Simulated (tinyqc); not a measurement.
Electron-beam lithography: double-Gaussian proximity function, edge placement and dose correction for parallel lines: one step, computed by the program tinyqc. Command: `OMP_NUM_THREADS=1 python tinyqc.py 3112376 3112377 out.jsonl proximity walk`. One thread of a shared host (Intel(R) Xeon(R) Processor @ 2.30GHz), about 0.01 s of CPU time with the checks.

Lines are infinitely long. Absorbed energy is counted so that the middle of a very large area written at dose 1 receives 1; the resist develops where it exceeds 1/2.

Question. Dose to size and latitude. A test line of width w << beta in surroundings of density rho, all at dose d: near its edge E(x) = d [S + eta rho]/(1 + eta), S = [erf((b - x)/alpha) - erf((a - x)/alpha)]/2 for edges a and b, the second term being the background energy. Dose to size d_s = (1 + eta)/(erf(w/alpha) + 2 eta rho), dose = d_s D0; edge slope d [1 - exp(-w^2/alpha^2)]/(sqrt(pi) alpha (1 + eta)); width change per 1 % of dose = 2 x 0.01 x (1/2)/slope.

Inputs (values chosen for the exercise, of the order of those for 100 keV electrons in resist on silicon):
```
quantity                              value               unit
forward range alpha                   0.022         micrometre
backscatter ratio eta                  0.72                  -
base dose D0                            260  microcoulomb/cm^2
width of the test line                 0.15         micrometre
pattern density around the test line   0.34                  -
```

Give: dose to size d_s; dose; edge slope; width change per 1 % of dose; background energy.

Answer.

dose to size d_s = 1.155

dose = 300.2 microcoulomb/cm^2

edge slope = 0.01722 1/nm

width change per 1 % of dose = 0.5809 nm

background energy = 0.1643

The background supplies 33 % of the threshold.
